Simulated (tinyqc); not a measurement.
Worked calculation: MP2 on RHF in the sto-3g basis, frozen core, for BeH2, spin multiplicity 1. One step of it, computed by the program tinyqc.

Task: Orthogonalisation. S = U s U^T; canonical form X = U s^(-1/2), so that X^T S X = 1. Each column of U has its largest component positive (the first on a tie).

overlap S:
```
,1Be 1s,1Be 2s,1Be 2px,1Be 2py,1Be 2pz,2H 1s,3H 1s
1Be 1s,1.000000,0.259517,0.000000,0.000000,0.000000,0.038152,0.042850
1Be 2s,0.259517,1.000000,0.000000,0.000000,0.000000,0.355000,0.374363
1Be 2px,0.000000,0.000000,1.000000,0.000000,0.000000,0.000000,0.000000
1Be 2py,0.000000,0.000000,0.000000,1.000000,0.000000,0.439152,-0.456909
1Be 2pz,0.000000,0.000000,0.000000,0.000000,1.000000,0.016618,0.017292
2H 1s,0.038152,0.355000,0.000000,0.439152,0.016618,1.000000,0.012643
3H 1s,0.042850,0.374363,0.000000,-0.456909,0.017292,0.012643,1.000000
```

Give: eigenvalues of S; X.

Result:

eigenvalues of S: 0.3584  0.4504  0.9542  1.0000  1.0025  1.6007  1.6338

X:
```
,1,2,3,4,5,6,7
1Be 1s,0.0456,-0.4071,0.8910,0.0000,-0.2038,0.2522,0.1200
1Be 2s,-0.1597,1.0670,-0.0594,0.0000,-0.0246,0.4881,0.2383
1Be 2px,0.0000,0.0000,0.0000,1.0000,0.0000,0.0000,0.0000
1Be 2py,1.1649,0.1384,0.0040,0.0000,-0.0008,0.2488,-0.4985
1Be 2pz,-0.0063,0.0407,0.2321,0.0000,0.9720,0.0177,0.0087
2H 1s,-0.7299,-0.7598,-0.3199,0.0000,0.0739,0.4899,-0.1944
3H 1s,0.9342,-0.5638,-0.3071,0.0000,0.0710,0.1438,0.5046
```
